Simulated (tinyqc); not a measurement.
Extended Hueckel theory, for H3+, step by step. The parameters take no account of the charge, which enters only through the electron count. One step of it, computed by the program tinyqc.

Task: Orbitals. Solve H C = S C e through S^(-1/2); fill by pairs from the bottom, a degenerate level sharing its electrons equally; each orbital has its largest coefficient positive (the first on a tie).

H (eV), lower triangle:
```
            1H 1s       2H 1s       3H 1s
1H 1s  -13.600000
2H 1s  -12.869239  -13.600000
3H 1s  -12.863494  -12.863494  -13.600000
```

overlap S, lower triangle:
```
          1H 1s     2H 1s     3H 1s
1H 1s  1.000000
2H 1s  0.540724  1.000000
3H 1s  0.540483  0.540483  1.000000
```

valence electrons = 2

Give: orbital energies; occupations; coefficients; sum of one-electron energies.

Result:

orbital energies (eV): -18.8988  -1.6067  -1.5911

occupations: 2.0000  0.0000  0.0000

coefficients:
```
          MO1      MO2      MO3
1H 1s  0.4002  -0.6021   1.0434
2H 1s  0.4002  -0.6021  -1.0434
3H 1s  0.4002   1.2044   0.0000
```

sum of one-electron energies = -37.7976 eV
